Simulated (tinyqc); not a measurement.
## Chip with leakage that grows with temperature, electro-thermal loop and runaway: effect of the temperature-independent switching power

One temperature T for the device, T = T0 + Rth P(T), with P(T) = Pd + Pl (T/300 K)^2 exp[(q Ea/kB)(1/(300 K) - 1/T)]. The loop gain is Rth dP/dT; a solution is thermally stable when it is below one.

P'(T) = (P - Pd)(2/T + q Ea/(kB T^2)), G = Rth P'. T is the lowest solution and Tu the next, unstable one.

Parameters, values chosen for the exercise:

| symbol | value | unit | meaning |
|---|---|---|---|
| T0 | 320 | K | ambient temperature |
| Pl | 0.872 | W | leakage power at 300 K |
| Ea | 0.34 | eV | activation energy of the leakage |
| Rth | 0.55 | K/W | thermal resistance |

Constants: q = 1.602176634e-19 C, kB = 1.380649e-23 J/K. Results are converted to the units shown.

Effect of the temperature-independent switching power:
```
Pd (W)  T (K)  P (W)        G  Tu (K)
6.8     325.3  9.653  0.06814   474.3
8.8     326.5  11.80  0.07124   473.8
11      327.8  14.18  0.07479   473.3
15      330.2  18.51  0.08167   472.3
19      332.6  22.89  0.08914   471.2
25      336.2  29.52   0.1015   469.6
32      340.6  37.38   0.1181   467.7
42      346.9  48.90   0.1463   464.6
54      354.8  63.31   0.1892   460.6
```

What does the comparison show?

As Pd goes from 6.8 to 54 W, T rises from 325.3 to 354.8 K, the power rises from 9.65 to 63.3 W and the loop gain rises from 0.0681 to 0.189. The gap between the stable and unstable solutions goes from 149 to 106 K.

tinyqc, about 0.01 s, one thread, Intel Xeon 2.30GHz (shared host): `OMP_NUM_THREADS=1 python tinyqc.py 2520127 2520128 out.jsonl`
